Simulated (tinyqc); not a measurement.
From S_eff in molecular flow back to pipe diameter d: gas flow in a process chamber: flow regimes, conductance, effective pumping speed, pump-down, outgassing and purge. Computed by tinyqc, a small Python program. Command: `OMP_NUM_THREADS=1 python tinyqc.py 3120530 3120531 out.jsonl pump inv`. One thread of a shared host (Intel(R) Xeon(R) Processor @ 2.30GHz), about 0.01 s of CPU time with the checks.

Ideal gas, isothermal flow, a pump of constant speed at the end of a round pipe; process gas, volume gas and outgassing are given the same properties. 1 sccm = 101325 Pa x 1e-6 m^3/60 s x T/273.15 K.

Inputs (values chosen for the exercise, modelled on nitrogen near room temperature):
```
quantity,value,unit
molar mass M,28.01,g/mol
molecular diameter,0.37,nm
temperature T,350,K
chamber volume V,18,L
pipe length l,140,cm
pump speed S,120,L/s
```

Constants: k_B = 1.380649e-23 J/K; u = 1.6605390666e-27 kg.

Method. Mean speed c = sqrt(8 k_B T/(pi m)); aperture conductance C_a = c pi d^2/16; molecular pipe C_m = C_a/(1 + 3 l/(4 d)) (Dushman form); viscous pipe C_v = pi d^4 p_mean/(128 eta l); Knudsen interpolation C = C_v + C_m (1 + x)/(1 + 1.24 x), x = d p_mean sqrt(m/(k_B T))/eta. Effective speed 1/S_eff = 1/S + 1/C_m; time constant V/S_eff; pressure at which the free path k_B T/(sqrt2 pi d_m^2 p) equals d.

Problem. A run gave the result below. Find the pipe diameter d, known to lie between 9.8 and 31 cm.

S_eff in molecular flow = 94.79384 L/s

Solution.

Each step takes the trial c = (a f_b - b f_a)/(f_b - f_a), f being the result less the target and a, b, c the logarithms of the listed values; c replaces end b, the old b replaces a if the sign of f changed, and otherwise f_a is halved.

Scan of the range:
```
pipe diameter d (cm),S_eff in molecular flow (L/s)
9.8,48.994
11.9,65.780
14.4,81.349
17.4,94.039
21.1,103.493
25.6,109.840
31.0,113.826
```

False position (Illinois rule, in the logarithm of the input) inside the bracket:
```
step,end a,end b,trial,S_eff in molecular flow (L/s)
1,17.4000,21.1000,17.6700,94.9226
2,17.4000,17.6700,17.6010,94.7000
3,17.6700,17.6010,17.6301,94.7940
4,17.6010,17.6301,17.6300,94.7938
5,17.6010,17.6300,17.6300,94.7938
6,17.6300,17.6300,17.6300,94.7938
```

S_eff in molecular flow rises at every point of a 13-point scan of the range (every second point is shown), so one value fits; it is bracketed by 17.4 and 21.1. Answer: pipe diameter d = 17.63 cm.
